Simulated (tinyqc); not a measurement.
What each parameter does: dielectric confinement in a thin film (image charges).

A film |z| < t/2 of dielectric constant eps between half-spaces of dielectric constant e2; lam = (eps - e2)/(eps + e2), q = e^2/(4 pi eps0). The self-energy of a band edge is taken with the high-frequency value, e2 = eh, and the field of a fixed ion with the static one, e2 = eo. A charge at z has images lam^|n| at n t + (-1)^n z. Its self-energy is S(z) = (q/2 eps) sum over n >= 1 of lam^n [1/(n t - 2z) + 1/(n t + 2z)] for odd n and 2 lam^n/(n t) for even n; at the centre S(0) = -(q/(eps t)) ln(1 - lam).

Donor at the centre, lam from the static eo, trial function cos(pi z/t) exp(-rho/l): E(l) = c/(m l^2) - (q/eps) times the integral over k of F(k t) (1 + (k l/2)^2)^(-3/2), with F(x) = F0 + 2 lam exp(-x) G/(1 - lam exp(-x)), F0 = 2[(1 - exp(-x/2))/x + x (1 + exp(-x/2))/(x^2 + 4 pi^2)], G = 2 sinh(x/2)[1/x - x/(x^2 + 4 pi^2)]; c = hbar^2/2m0. The binding energy is -E at the minimum, counted from the subband edge with its self-energy.

Constants: e^2/(4 pi eps0) = 14.39964547 eV angstrom; hbar^2/2m0 = 3.80998211 eV angstrom^2; Ry = 13.60569312 eV.

Inputs chosen for the exercise (near those of an InGaAs film in vacuum; the results hold for these values, not for the real material): t = 72 angstrom (film thickness); eps = 13.1 (dielectric constant of the film); eh = 1 (high-frequency dielectric constant outside); eo = 1 (static dielectric constant outside); m = 0.046 m0 (mass in the plane).

<S> is the mean over (2/t) cos^2(pi z/t).

One parameter was then changed.

Results before and after:

| case | lam from eh | <S> (meV) | binding (meV) | l (angstrom) |
|---|---|---|---|---|
| base | 0.858 | 32.7 | 59.7 | 73.7 |
| changed | 0.844 | 34.7 | 65.0 | 69.8 |

Which of these changes was made? (a) eps = 11.8; (b) eh = 1.3; (c) eo = 1.4; (d) t = 66 angstrom; (e) m = 0.055 m0.

Answer: (a) eps = 11.8. Of the candidates, run in turn, only this one gives the changed row.

All candidates:

| case | lam from eh | <S> (meV) | binding (meV) | l (angstrom) |
|---|---|---|---|---|
| base | 0.858 | 32.7 | 59.7 | 73.7 |
| t = 66 angstrom | 0.858 | 35.7 | 63.7 | 71.0 |
| eps = 11.8 | 0.844 | 34.7 | 65.0 | 69.8 |
| eo = 1.4 | 0.858 | 32.7 | 51.0 | 75.1 |
| eh = 1.3 | 0.819 | 28.9 | 59.7 | 73.7 |
| m = 0.055 m0 | 0.858 | 32.7 | 62.5 | 66.6 |

Computed by tinyqc, a small Python program: `OMP_NUM_THREADS=1 python tinyqc.py 1282679 1282680 out.jsonl` (the numbers bound the seed that draws the inputs); one thread of a shared host (Intel(R) Xeon(R) Processor @ 2.30GHz), about 0.07 s for the whole set of steps.
